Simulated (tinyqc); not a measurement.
What moves the zone average: special k points of the simple cubic lattice.

Lattice vectors in units of a: a1 = (1, 0, 0), a2 = (0, 1, 0), a3 = (0, 0, 1); reciprocal vectors b_i with a_i . b_j = 2 pi delta_ij. Mesh: k = sum_i f_i b_i with f_i = (2 j_i + shift)/(2 N), j_i = 0 .. N-1. The point group of the lattice has 48 operations; only those that map the mesh onto itself are used.

A_m(k) = sum over the m-th star of lattice vectors R of cos(k . R), stars in order of length: m = 1: |R|^2 = 1, 6 vectors, such as (1, 0, 0) in the basis a_i; m = 2: |R|^2 = 2, 12 vectors, such as (1, 1, 0) in the basis a_i; m = 3: |R|^2 = 3, 8 vectors, such as (1, 1, 1) in the basis a_i; m = 4: |R|^2 = 4, 6 vectors, such as (2, 0, 0) in the basis a_i; m = 5: |R|^2 = 5, 24 vectors, such as (2, 1, 0) in the basis a_i; m = 6: |R|^2 = 6, 24 vectors, such as (2, 1, 1) in the basis a_i. The zone mean of every A_m is zero.

Test function, the lower band of a two-band insulator: E(k) = -sqrt(D^2 + (e0 - t A_1(k))^2).

Values chosen for the exercise:
```
symbol  value  unit  meaning
D       1.69   eV    half gap term
t       0.78   eV    coupling
e0      2.61   eV    offset
N       6            points along each reciprocal vector
shift   0            half steps
```

Mean of E over the mesh, and its error against the unshifted mesh with N = 24.

One parameter was then changed.

Results before and after:
```
case     mean (eV)  error (meV)  irreducible points
base       -3.3759        -0.09                  20
changed    -3.3758        -0.01                  20
```

Which of these changes was made? (a) shift = 1; (b) t = 1.014 eV; (c) D = 1.183 eV; (d) N = 7.
Answer: (d) N = 7. Of the candidates, run in turn, only this one gives the changed row.

All candidates:
```
case          mean (eV)  error (meV)  irreducible points
base            -3.3759        -0.09                  20
N = 7           -3.3758        -0.01                  20
shift = 1       -3.3758         0.05                  10
D = 1.183 eV    -3.1023        -0.29                  20
t = 1.014 eV    -3.6011        -0.22                  20
```

Run: tinyqc, `OMP_NUM_THREADS=1 python tinyqc.py 1681094 1681095 out.jsonl`; Intel(R) Xeon(R) Processor @ 2.30GHz, one thread, shared host; about 0.1 s of CPU time with all checks.
